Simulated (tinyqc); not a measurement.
Changing the log10 of the dissolved activity a: potential-pH (Pourbaix) lines of a metal, its cation, its oxide and an oxyanion, with a complexing ligand. Computed by tinyqc, a small Python program. Command: `OMP_NUM_THREADS=1 python tinyqc.py 3005456 3005457 out.jsonl pourb sweep`. One thread of a shared host (Intel(R) Xeon(R) Processor @ 2.30GHz), about 0.01 s of CPU time with the checks.

Potentials are against the standard hydrogen electrode; solids and water have unit activity; dG_f of M, H+ and the electron is zero; F = e N_A and s = R T ln(10)/F. The cation carries z = 2.

Inputs (values chosen for the exercise, for a model metal): dG_f of the cation = -28.36 kJ/mol; dG_f of the oxide = -252.83 kJ/mol; dG_f of the oxyanion = -330.52 kJ/mol; dG_f of water = -237.14 kJ/mol; temperature T = 298.15 K; pH = 11; potential E = -1.1 V.

Species: M, M2+, MO, MO2(2-).

Constants: R = 8.314462618 J/(mol K); e = 1.602176634e-19 C; N_A = 6.02214076e+23 1/mol.

Method:
- M2+ + 2e = M; MO + 2H+ + 2e = M + H2O; MO2(2-) + 4H+ + 2e = M + 2H2O. For each, E0 = -dG/(z F), and E = E0 + (s/z) log10 a - (s n_H/z) pH, with no activity term for the oxide.
- Two oxidised species coexist where their lines against the metal cross: pH1 (cation/oxide) = [E0(oxide) - E0(cation)]/s - (log10 a)/z; pH2 (oxide/oxyanion) = {[E0(oxyanion) - E0(oxide)]/s + (log10 a)/z}/(4/z - 1).
- The metal is stable below the lowest of the three lines; above it, the species of the lowest line is stable. Water lines at 1 bar: hydrogen E = -s pH, oxygen E = -dG_f(water)/(2F) - s pH.

One run for each value:
```
log10 of the dissolved activity a    pH1    pH2  width of the oxide field, pH2 - pH1  upper limit of immunity (V)
-8                                 5.110   9.97                                 4.86                      -0.7932
-7                                 4.610  10.47                                 5.86                      -0.7636
-6                                 4.110  10.97                                 6.86                      -0.7340
-5                                 3.610  11.47                                 7.86                      -0.7321
-4                                 3.110  11.97                                 8.86                      -0.7321
-3                                 2.610  12.47                                 9.86                      -0.7321
-2                                 2.110  12.97                                10.86                      -0.7321
-1                                 1.610  13.47                                11.86                      -0.7321
```

Over the rows, pH1 falls from 5.11 to 1.61; pH2 rises from 9.97 to 13.5; width of the oxide field, pH2 - pH1 rises from 4.86 to 11.9.

Caution (all rows): other oxidation states, hydroxides and hydrides are left out, and the lines say nothing of rates.

Extremes, crossings and ranges named in words are read from the listed rows.
